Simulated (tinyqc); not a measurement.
Dopant redistribution at a moving silicon-oxide interface during parabolic oxidation: one step, computed by the program tinyqc.

Uniformly doped silicon is oxidised with x_ox = sqrt(B t); the interface advances into the silicon by alpha x_ox, alpha = 0.44. The dopant does not move in the oxide, and at the interface C(silicon) = m C(oxide).

Problem. Rates. D = D0 exp(-E/(k_B T)), converted with 1 cm^2/s = 3.6e11 um^2/h; B = B0 exp(-E_B/(k_B T)); s = alpha sqrt(B/(4 D)), the interface advance over 2 sqrt(D t). Temperatures in kelvin are T(C) + 273.15.

Inputs (values chosen for the exercise, modelled on antimony in silicon under dry oxygen):
```
quantity,value,unit
dopant prefactor D0,3.93,cm^2/s
dopant activation energy E,3.87,eV
oxidation prefactor B0,725,um^2/h
oxidation activation energy E_B,1.22,eV
temperature T,1175,C
time t,3,h
```

Constants: k_B = 8.617333262e-05 eV/K.

Give: D; B; s; oxide thickness; diffusion length 2 sqrt(D t).

Solution.

D = 0.04814 um^2/h

B = 0.04117 um^2/h

s = 0.2034

oxide thickness = 0.3514 um

diffusion length 2 sqrt(D t) = 0.7601 um

Diffusion outruns the interface. Caution: parabolic growth needs an oxide much thicker than the Deal-Grove length A, which fails for thin films and low temperatures; oxidation-enhanced or retarded diffusion is ignored.
